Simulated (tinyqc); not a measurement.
# Weibull slope from two areas

Inverse problem. Oxide breakdown times follow a Weibull law, F = 1 - exp(-(t/t63)^beta). For defects spread at random t63 goes as A^(-1/beta). Find beta and the time at which the share Fp of the area-A2 devices has failed, t63(A2) (-ln(1 - Fp))^(1/beta).

Values chosen for this exercise:
- A1 = 8 um^2 (area of a test capacitor)
- A2 = 2.4e5 um^2 (gate area of the product)
- Fp = 0.001 (allowed share of failed products)

t63 at the areas A1 and A2 (s): 46  2.8361230

Answer. beta = ln(A2/A1)/ln(t63(A1)/t63(A2)).

beta = 3.700
time to Fp = 0.4385 s

Program tinyqc, `OMP_NUM_THREADS=1 python tinyqc.py 2070123 2070124 out.jsonl`; Intel Xeon 2.30GHz, shared host, one thread, about 0.01 s.
